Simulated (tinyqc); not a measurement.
Inside a calculation: alloy A(1-x)B(x) by interpolation with bowing. Values are carried at full precision from step to step, so a last printed digit may differ when a step is redone from the rounded ones.

Each gap follows E(x) = (1 - x) E_A + x E_B - C x (1 - x); the lattice constant follows Vegard, a(x) = (1 - x) a_A + x a_B.

Constants: hc = 1239.841984 eV nm; kB = 8.617333262e-05 eV/K.

Inputs chosen for the exercise (A near InAs, B near AlAs; not measured data):
```
symbol  value                 unit      meaning
a       (6.052, 5.666)        angstrom  lattice constant of A, B
x       0.87                            fraction of B
Eg      (0.411, 3.091)        eV        gap at Gamma to the s-like level of A, B
EgX     (1.45, 2.263)         eV        gap to the lowest valley along Gamma-X of A, B
EgL     (1.138, 2.462)        eV        gap to L of A, B
C       (0.791, 0, 0.03)      eV        bowing of the Gamma, X and L gaps
Dso     (0.393, 0.283)        eV        spin-orbit splitting of A, B
Ep      (21.6, 21.3)          eV        Kane energy of A, B
me      (0.0258, 0.1495)      m0        electron mass at Gamma of A, B
Cs      0.16                  eV        bowing of Dso
md      (0.1409, 0.82, 0.46)  m0        density-of-states masses of Gamma, all X and all L valleys
T       300                   K         temperature
```

## Gaps and lattice constant at x

Also give the wavelength hc/E of the lowest gap.

a(x) = 5.7162 angstrom

linear parts (eV): Gamma 2.7426, X 2.1573, L 2.2899

bowing terms C x (1 - x) (eV): Gamma 0.0895, X 0.0000, L 0.0034

gaps (eV): Gamma 2.6531, X 2.1573, L 2.2865

wavelength of the lowest gap = 574.7 nm

The lowest valley is X, so the gap is indirect; the next, L, lies 129 meV higher.

## Where the valleys cross

The difference of two gaps is a quadratic q2 x^2 + q1 x + q0 with q2 = C_i - C_j, q1 = (E_B - E_A - C)_i - (E_B - E_A - C)_j, q0 = E_A,i - E_A,j; give its roots between 0 and 1 (a dash: none).

Crossings:
```
pair         q2      q1      q0  first root  second root
Gamma-X   0.791   1.076  -1.039      0.6526            -
Gamma-L   0.761   0.595  -0.727      0.6618            -
X-L      -0.030  -0.481   0.312      0.6243            -
```

The lowest valley changes at x = 0.653 (Gamma to X, gap 1.981 eV). The other crossings lie above the lowest valley.

## Electron mass of the alloy

Mass at Gamma from the Kane formula 1/m = F + Ep (Eg + 2 Dso/3)/(Eg (Eg + Dso)). F is fixed by the masses of A and B and interpolated linearly, as is Ep; Eg and Dso carry their bowing.

Compare with the linear interpolation of the masses.

F of A, B: -5.2320  -0.0093

Ep, Eg, Dso at x (eV): 21.3390  2.6531  0.2792

m(x) from the Kane formula = 0.1409 m0
m(x) linear = 0.1334 m0

The Kane value lies 5.6 % above the linear one. The Gamma valley is not the lowest at this x.

## Shares of the electrons in the valleys

Non-degenerate: n_i proportional to md_i^(3/2) exp(-E_i/kT).

md^(3/2): Gamma 0.0529, X 0.7425, L 0.3120

(E - E_min)/kT: Gamma 19.18, X 0.00, L 5.00

shares: Gamma 0.000, X 0.997, L 0.003

X holds most electrons (99.7 %).

## Checks

- The Gamma and X gaps at their crossing x = 0.6526 (eV): both 1.9805.
- The Gamma and L gaps at their crossing x = 0.6618 (eV): both 2.0074.
- The X and L gaps at their crossing x = 0.6243 (eV): both 1.9576.

Program tinyqc; command `OMP_NUM_THREADS=1 python tinyqc.py 1050749 1050750 out.jsonl`; about 0.01 s on one thread of a shared Intel(R) Xeon(R) Processor @ 2.30GHz.
